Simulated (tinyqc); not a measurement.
Resistance of a source-drain extension with a graded tip: two steps of the calculation.

y runs along the channel, the gate covers y > 0. The doping is N0 for y < y0 and N0 10^(-(y - y0)/la) beyond, uniform over the depth xj. Sheet conductance s(y) = q mu(N) max(N - Nch, 0) xj + (for y > 0) ma Cox Vo, with mu(N) = u0 + (u1 - u0)/(1 + (N/Nr)^au) and Cox = eps0 eox/tox. Current is taken as one-dimensional; depletion of the tip, spreading and the contact are left out. The metallurgical junction lies at yj, where N = Nch.

Values chosen for this exercise; mobility law close to that of holes in silicon: relative permittivity of the gate insulator (close to silicon dioxide) eox = 3.9; insulator thickness tox = 2.5 nm; active doping of the extension far from the gate N0 = 2.2e20 cm^-3; lateral abruptness la = 4.3 nm/decade; position under the gate where the fall begins (gate edge at 0) y0 = 0.9 nm; depth of the extension xj = 7 nm; channel doping Nch = 1.8e18 cm^-3; gate overdrive Vo = 0.86 V; mobility of the gate-induced layer ma = 36 cm^2/(V s); mobility at low doping u1 = 470.5 cm^2/(V s); mobility at high doping u0 = 44.9 cm^2/(V s); reference doping Nr = 2.23e17 cm^-3; exponent au = 0.719; gate length Lg = 40 nm.

Constants: q = 1.602176634e-19 C, eps0 = 8.8541878128e-14 F/cm where lengths are in cm. Results are converted to the units shown.

Question 1. Sheet resistances and junction position. yj = y0 + la log10(N0/Nch); sheet resistance of the full extension 1/[q mu(N0)(N0 - Nch) xj] and of the gate-induced layer 1/(ma Cox Vo); metallurgical length Lg - 2 yj; ye is where the doped and the gate-induced conductances are equal.

Give: yj; sheet resistance of the extension; sheet resistance of the induced layer; metallurgical length; ye; N at ye.

Answer 1.

yj = 9.875 nm
sheet resistance of the extension = 853.6 ohm/square
sheet resistance of the induced layer = 2.338e4 ohm/square
metallurgical length = 20.25 nm
ye = 7.442 nm
N at ye = 6.622e18 cm^-3

The gate takes over 2.43 nm before the junction, where N is still 3.68 times the channel doping.

Question 2. Resistance of the overlapped part. Midpoint rule on 12 equal steps from 0 to yj: R_ov = sum h/s(y), per width.

Give: y; N; doped conductance; sheet resistance; R_ov.

Answer 2.

| point | y (nm) | N (cm^-3) | doped conductance (uS) | sheet resistance (ohm/square) |
|---|---|---|---|---|
| 0 | 0.41145 | 2.2000e20 | 1171.5 | 823.52 |
| 1 | 1.2343 | 1.8394e20 | 986.18 | 971.87 |
| 2 | 2.0572 | 1.1839e20 | 647.54 | 1448.6 |
| 3 | 2.8801 | 7.6195e19 | 427.37 | 2127.0 |
| 4 | 3.7030 | 4.9041e19 | 283.61 | 3064.0 |
| 5 | 4.5259 | 3.1563e19 | 189.13 | 4312.4 |
| 6 | 5.3488 | 2.0315e19 | 126.41 | 5911.1 |
| 7 | 6.1717 | 1.3075e19 | 84.129 | 7880.7 |
| 8 | 6.9946 | 8.4153e18 | 54.933 | 10236 |
| 9 | 7.8175 | 5.4163e18 | 34.031 | 13022 |
| 10 | 8.6404 | 3.4860e18 | 18.281 | 16381 |
| 11 | 9.4633 | 2.2437e18 | 5.6176 | 20669 |

R_ov = 71.466 ohm um

Program tinyqc, `OMP_NUM_THREADS=1 python tinyqc.py 2282105 2282106 out.jsonl`; Intel Xeon 2.30GHz, shared host, one thread, about 0.03 s.
